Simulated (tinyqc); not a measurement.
Equilibrium crystal shape, supported particles, Gibbs-Thomson effect and coarsening: one step, computed by the program tinyqc. Command: `OMP_NUM_THREADS=1 python tinyqc.py 3003134 3003135 out.jsonl wulff walk`. One thread of a shared host (Intel(R) Xeon(R) Processor @ 2.30GHz), about 0.04 s of CPU time with the checks.

A cubic crystal bounded by {100}, {110} and {111} facets only.

Task: The Wulff shape. Wulff construction: the facet planes lie at distances lambda gamma from the centre, and the shape is the region inside all of them; V = (1/3) sum of area x distance. gamma_mean = sum A gamma / sum A; shape factor eta = A/V^(2/3) (4.836 for a sphere). lambda follows from V = N Omega.

Inputs (values chosen for the exercise, for a model metal): atoms in the particle N = 580.

gamma (J/m^2): (100) 2.280650, (110) 1.812109, (111) 2.219371

Omega = 11.21288 angstrom^3

Constants: e = 1.602176634e-19 C.

Give: area fractions; gamma_mean; shape factor eta; distances of the planes from the centre; surface energy per atom.

Result:

area fractions: {100} 0.0348, {110} 0.9652, {111} 0.0000

gamma_mean = 1.828 J/m^2

shape factor eta = 5.288

distances of the planes from the centre (nm): {100} 1.321, {110} 1.049, {111} 1.285

surface energy per atom = 0.3625 eV

Present: {100}, {110}. Caution: below a few thousand atoms edges and corners add to the energy and facets hold few atoms.
